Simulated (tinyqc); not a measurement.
What each parameter does: pair of shallow donors (hydrogen-like orbitals).

Each donor has the orbital exp(-r/a); energy unit Ha* = q/(eps a), q = e^2/(4 pi eps0), so that a lone donor is bound by Ha*/2; x = R/a. One electron: S = (1 + x + x^2/3) exp(-x), j = 1/x - (1 + 1/x) exp(-2x), k = (1 + x) exp(-x); levels E(+/-) = -1/2 - (j +/- k)/(1 +/- S) in Ha*, without the repulsion of the ions, split by D = |E(-) - E(+)|. In six valleys the overlaps S and k are multiplied by v = [cos(K Rx) + cos(K Ry) + cos(K Rz)]/3, K = k0 (2 pi/a_lat), for isotropic envelopes and the symmetric valley state.

Two electrons, Heitler-London: with S' = (1 - x + x^2/3) exp(x), C = 1/x - exp(-2x)(1/x + 11/8 + 3x/4 + x^2/6), X = (1/5){exp(-2x)(25/8 - 23x/4 - 3x^2 - x^3/3) + (6/x)[S^2 (0.5772157 + ln x) + S'^2 Ei(-4x) - 2 S S' Ei(-2x)]}, Q = C - 2j + 1/x and A = X - 2 S k + S^2/x, the singlet and triplet lie at (Q +/- w A)/(1 +/- w S^2) from two lone donors, with the valley weight w = v^2; the exchange is J = triplet - singlet.

Constants: e^2/(4 pi eps0) = 14.39964547 eV angstrom.

Values chosen for the exercise (near those of two donors in Si; the results hold for these values, not for the real material):
- a = 16.9 angstrom (orbital radius)
- eps = 11.6 (dielectric constant)
- n = (18, 0, 0) a_lat (separation vector)
- a_lat = 5.431 angstrom (lattice constant)
- k0 = 0.844 2 pi/a_lat (valley position)

x, D = |E(-) - E(+)| and J.

Results for these values:

| case | x | D (meV) | J (micro-eV) |
|---|---|---|---|
| base | 5.784 | 1.309 | 57.9 |

What happens to each result for k0 = 0.824 2 pi/a_lat, all else kept?

Answer: x does not change at the printed digits; D rises from 1.309 to 1.386; J rises from 57.9 to 64.8.

The same for each parameter in turn:

| case | x | D (meV) | J (micro-eV) |
|---|---|---|---|
| base | 5.784 | 1.309 | 57.9 |
| a = 18.6 angstrom | 5.256 | 1.820 | 123 |
| eps = 12.8 | 5.784 | 1.187 | 52.5 |
| k0 = 0.824 2 pi/a_lat | 5.784 | 1.386 | 64.8 |
| n = (19, 0, 0) a_lat | 6.106 | 1.271 | 54.7 |

(tinyqc, `OMP_NUM_THREADS=1 python tinyqc.py 1280839 1280840 out.jsonl`, Intel(R) Xeon(R) Processor @ 2.30GHz, 1 thread, shared host, about 0.01 s.)
